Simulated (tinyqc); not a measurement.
Inside a calculation: inter-valley coupling by envelope functions against a chain of atomic planes. Values are carried at full precision from step to step, so a last printed digit may differ when a step is redone from the rounded ones.

Chain: E(phi) = e0 + 2 v cos(phi) + 2 u cos(2 phi), cos(phi0) = -v/(4u), e0 = 2u + v^2/(4u); plane j = 0, 1, ... has the potential V_j = dE x_j + F (j - 30) a/4 (1 MV/m = 1e-4 V/angstrom). There are 30 barrier planes a side; with y = j - 29.5, x_j = xb (f(y) + f(Nw - y)), f(y) = 1/(1 + exp(y/L)), plus any Ge added in the well. The valley splitting is the spacing of the two lowest levels. Envelope theory: F_j solves a one-valley chain with hopping -b and diagonal 2b + V_j, b = 4u sin^2(phi0), sum F_j^2 = 1; the valleys couple by Dv = sum_j F_j^2 V_j exp(-2 i phi0 j) and split by 2|Dv|.

Constants: hbar^2/2m0 = 3.80998211 eV angstrom^2.

Values chosen for the exercise (near those of the Delta valleys of silicon in a SiGe well; shifted at random, so the results belong to these values and not to a real crystal):
- a = 5.431 angstrom (lattice constant; planes lie a/4 apart)
- u = 0.596 eV (second-neighbour hopping)
- v = 0.575 eV (nearest hopping)
- Nw = 55 (planes in the well)
- L = 1 planes (interface width)
- xb = 0.35 (Ge fraction of the barriers)
- dE = 0.58 eV (offset per unit Ge fraction)
- F = 8 MV/m (field)
- js = 59 (plane j of a Ge spike (the well starts at j = 30))
- xs = 0.13 (Ge fraction added on that plane)

## Valley phase, mass and the wavelengths that couple the valleys

phi0; b = 4u sin^2(phi0); mass m/m0 = c/(b (a/4)^2), c = hbar^2/2m0. A potential couples the valleys if its phase advances by 2 phi0 a plane, or, since only whole planes count, by 2 pi - 2 phi0: periods pi/phi0 and pi/(pi - phi0) planes.

phi0 = 1.81439 rad
b = 2.24532 eV
mass = 0.9205 m0

periods (planes): pi/phi0 1.7315, pi/(pi - phi0) 2.3671

longer period = 3.2139 angstrom

## The smooth well

Lowest doublet of the chain and the envelope result.

level (meV): chain 28.859, envelope 28.903

splitting (micro-eV): chain 3.44, envelope 3.38

planes covered, 1/sum F^4 = 30.64
largest F_j^2 = 0.04571

The levels agree within 0.04 meV. A graded interface has little Fourier weight at 2 phi0, so the splitting is a small remainder of cancelling terms; the envelope value is 0.98 times that of the chain.

## One plane of added Ge, to first order

F_j^2 of the smooth well on that plane = 0.01477

F_j is the envelope on plane j (sum F_j^2 = 1) and Dv the coupling of the two valleys, which split by 2|Dv|. A single plane has Fourier weight at all wavelengths: it adds dE xs F_j^2 to |Dv|, so the splitting is about 2 dE xs F_j^2 if this term rules, and the mean of the doublet rises by dE xs F_j^2.

splitting = 2228 micro-eV
rise of the mean level = 1.114 meV

The chain with the spike gives 1646 micro-eV and a rise of 0.825 meV; the envelope solved with the spike gives 1614. First order is +35 % off: the state draws back from the spike, which the envelope solved anew includes.

## Checks

- Splitting with a weak spike (0.02) on plane j = 48 from the envelope against the chain (micro-eV): 922 against 925.

Computed by tinyqc, a small Python program: `OMP_NUM_THREADS=1 python tinyqc.py 1480405 1480406 out.jsonl` (the numbers bound the seed that draws the inputs); one thread of a shared host (Intel(R) Xeon(R) Processor @ 2.30GHz), about 0.06 s for the whole set of steps.
